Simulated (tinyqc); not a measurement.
MOSFET with velocity saturation and source resistance: one step of the calculation.

Strong inversion, charge Q = Cox (Vg - m V) at channel potential V with Vg the gate overdrive, and drift velocity v = mu E/(1 + mu E/vsat). Integrating along the channel gives I = mu Cox (1/L)(Vg Vd - m Vd^2/2)/(1 + Vd/Vc) per width, Vc = vsat L/mu, which peaks at Vdsat. Units: I in uA/um, Rs in ohm um, so the drop over Rs is 1e-6 I Rs volts.

Task. Saturation current with source resistance. Vg = Vgs - I Rs - VT (0 if negative), mu = mu0/(1 + th Vg), Vc = vsat L/mu, x = sqrt(1 + 2 Vg/(m Vc)), Vdsat = 2 Vg/(m (1 + x)), Isat = Cox vsat Vg (x - 1)/(x + 1) per width. I(new) = Isat.

Parameters, values chosen for the exercise: gate capacitance Cox = 1.4 uF/cm^2; mobility at low gate voltage mu0 = 110 cm^2/(V s); mobility degradation th = 0.2 1/V; saturation velocity vsat = 7.3e6 cm/s; body factor m = 1.28; threshold VT = 0.35 V; channel length L = 0.13 um; source resistance Rs = 100 ohm um; gate voltage Vgs = 2.5 V.

I after iteration 1 = 697.18554 uA/um

Find: Vg; mu; Vc; Vdsat; Isat; I after iteration 2.

Result.

Vg = 2.080 V
mu = 77.68 cm^2/(V s)
Vc = 1.222 V
Vdsat = 1.116 V
Isat = 666.5 uA/um
I after iteration 2 = 666.5 uA/um

tinyqc, about 0.01 s, one thread, Intel Xeon 2.30GHz (shared host): `OMP_NUM_THREADS=1 python tinyqc.py 2500111 2500112 out.jsonl`
